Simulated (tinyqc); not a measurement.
Tight binding, kagome lattice, step by step. One step of it, computed by the program tinyqc.

Question. Bloch Hamiltonian at k. H_AB = -t1 - t2 exp(-i k.a1), H_AC = -t1 - t2 exp(-i k.a2), H_BC = -t1 - t2 exp(i k.(a1 - a2)), H_CC = delta.

Parameters chosen for this model:
```
parameter      value                unit
t1          0.840000    eV, up triangles
t2          1.150000  eV, down triangles
delta      -0.440000        eV on site C
```

k point k (fractions of the reciprocal vectors): [-0.360000, 0.440000]

Give: H(k) at k.

Answer.

H(k) at k (eV), order A, B, C:
$$\begin{pmatrix}
0.000 & -0.107-0.886i & 0.229+0.423i \\
-0.107+0.886i & 0.000 & -1.195-1.094i \\
0.229-0.423i & -1.195+1.094i & -0.440
\end{pmatrix}$$
